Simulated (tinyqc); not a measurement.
Inside a calculation. Model: van der Pauw, Hall and four-point-probe measurements on a doped layer.

Numbers from tinyqc (`OMP_NUM_THREADS=1 python tinyqc.py 2850195 2850196 out.jsonl`; about 0.01 s on one thread of a shared Intel Xeon 2.30GHz). Printed values are rounded.

A uniform p-type layer with sheet resistance Rs = 1/(q ns mu), point contacts, low field (mu B small).

Inputs (values chosen for the exercise): sheet density of the layer ns = 4.3e15 cm^-2; drift mobility mu = 41 cm^2/(V s); Hall factor rH = 0.8; magnetic field B = 0.5 T; current I = 100 uA; side ratio a/b of a rectangular sample with corner contacts ar = 1.91; thickness of the layer t = 11 nm.

Constants: q = 1.602176634e-19 C. Results are converted to the units shown.

## Resistances and Hall voltage

Rs = 1/(q ns mu). For a rectangle with contacts at the corners, RA = (8 Rs/pi) sum_(k>=0) ln coth((2k + 1) pi a/(2 b)) with current along a short side b and voltage along the opposite one, RB the same with a and b exchanged; Hall voltage VH = rH B I/(q ns), negative for electrons.

Rs = 35.40277 ohm/square
RA = 0.4467372 ohm
RB = 36.59739 ohm
VH = 0.005806055 mV

RB/RA = 81.9; for a square both equal Rs ln 2/pi = 7.81 ohm.

## Starting value

z = 2 ln 2/(pi (RA + RB)), exact for RA = RB.

z at the start = 11.91204 mS

## Iteration 1: new z

The van der Pauw equation exp(-pi RA z) + exp(-pi RB z) = 1 is solved for z = 1/Rs: e1 = exp(-pi RA z), e2 = exp(-pi RB z), f = e1 + e2 - 1, f' = -pi (RA e1 + RB e2), z(new) = z - f/f'.

e1 = 0.9834208
e2 = 0.2542147
f = 0.2376355
f' = -0.03060830 kohm
z after iteration 1 = 19.67580 mS

## Iteration 2: new z

As before.

e1 = 0.9727635
e2 = 0.1041204
f = 0.07688385
f' = -0.01333639 kohm
z after iteration 2 = 25.44077 mS

## Course of the iteration

Stop when the step is below 1e-10 mS, or after 40 iterations.

Course of the iteration:
```
iteration  z before the step (mS)  step (mS)
1                        11.91204       7.76
2                        19.67580       5.76
3                        25.44077       2.47
4                        27.91120      0.330
5                        28.24142    4.96e-3
6                        28.24637    1.09e-6
7                        28.24637    < 1e-12
```

Converged in 7 iterations.

## Sheet density, mobility and bulk values

converged z = 28.24637 mS

Rs = 1/z; Hall sheet density B I/(q |VH|); Hall mobility |VH|/(Rs B I); true values ns = rH times the Hall density, mu = Hall mobility/rH; bulk density ns/t, resistivity Rs t; correction factor F = Rs/[(pi/ln 2)(RA + RB)/2].

Rs = 35.40277 ohm/square
Hall sheet density = 5.375e15 cm^-2
Hall mobility = 32.8 cm^2/(V s)
ns = 4.3e15 cm^-2
mu = 41 cm^2/(V s)
bulk density = 3.909091e21 cm^-3
resistivity = 3.894305e-5 ohm cm
F = 0.4217194

Taking the mean of RA and RB without F would overstate Rs by 140 %.
